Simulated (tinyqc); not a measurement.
Atomic layer deposition: Langmuir saturation, growth per cycle and coating of deep features: one step, computed by the program tinyqc.

Precursor A sticks only on free sites, so a long enough pulse saturates; co-reactant B then frees the sites again.

Problem. Exposure for a deep feature. Diffusion-limited filling (Gordon) of a round hole of diameter w: a saturation front at depth z needs dz/dt = D_K n/(z (4q/w)), with Knudsen D_K = w c/3 and F = n c/4; including the entrance and floor terms, t = (q/F)(1 + 19a/4 + 3a^2/2). Reaction-limited filling needs ln(100)/k_a at any depth, k_a = beta F/q. Flow is molecular. The front picture holds when the modulus a sqrt(beta) is well above 1. Depth reached by the given pulse: solve the same formula for a. Exposure = p x diffusion-limited time; 1 langmuir = 1.33322e-4 Pa s.

Inputs (values chosen for the exercise, modelled on silicon dioxide from an aminosilane and ozone):
```
quantity                                  value    unit
site density q                              2.6  1/nm^2
sticking probability beta on free sites  0.0085       -
precursor pressure p                       0.99      Pa
temperature T                               225       C
pulse time t                               0.21       s
aspect ratio a                               48       -
```

Feature: round hole.

flux F = 8859.809 1/(nm^2 s)

Give: diffusion-limited time; exposure; modulus; aspect ratio reached by the front in time t.

Solution.

diffusion-limited time = 1.081 s

exposure = 8030 langmuir

modulus = 4.425

aspect ratio reached by the front in time t = 20.30

Caution: the depth reached is formal here: it is under 2/sqrt(beta), so no sharp front has formed.
